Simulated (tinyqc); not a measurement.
First phase against the interface composition: thermodynamics of metal silicides: hull, first phase, silicon consumed, nucleation and stability against SiO2. Computed by tinyqc, a small Python program. Command: `OMP_NUM_THREADS=1 python tinyqc.py 3019158 3019159 out.jsonl silphase walk`. One thread of a shared host (Intel(R) Xeon(R) Processor @ 2.30GHz), about 0.01 s of CPU time with the checks.

Entropies of formation of the solids are neglected, so heats stand for free energies. Si fractions: M2Si 0.3333, MSi 0.5000, MSi2 0.6667.

Inputs (values chosen for the exercise, of the order of those of cobalt silicides for heats and volumes only): heat of formation of M2Si = -36.7 kJ/mol atoms; heat of formation of MSi = -49.5 kJ/mol atoms; heat of formation of MSi2 = -35.3 kJ/mol atoms.

Phases: M2Si, MSi, MSi2.

Method. Effective heat of formation: at the interface the mixture has the Si fraction x_e; the limiting element scales the heat, H_eff = H x_e/x if x_e < x, H (1 - x_e)/(1 - x) otherwise. The rule names the most negative as the first phase; its restriction to congruently melting phases is left out here.

H_eff (kJ/mol atoms):
```
x_e       M2Si     MSi     MSi2  first phase
0.10  -11.0100   -9.90   -5.295         M2Si
0.20  -22.0200  -19.80  -10.590         M2Si
0.30  -33.0300  -29.70  -15.885         M2Si
0.36  -35.2320  -35.64  -19.062          MSi
0.42  -31.9290  -41.58  -22.239          MSi
0.48  -28.6260  -47.52  -25.416          MSi
0.54  -25.3230  -45.54  -28.593          MSi
0.60  -22.0200  -39.60  -31.770          MSi
0.66  -18.7170  -33.66  -34.947         MSi2
0.75  -13.7625  -24.75  -26.475         MSi2
```

What does the comparison show, and why?

Each phase is a triangle with its apex at its own composition. In order of x_e the first phase is M2Si, then MSi, then MSi2. On either side of all three the ranking is that of H/x (Si-poor) or H/(1 - x) (Si-rich).
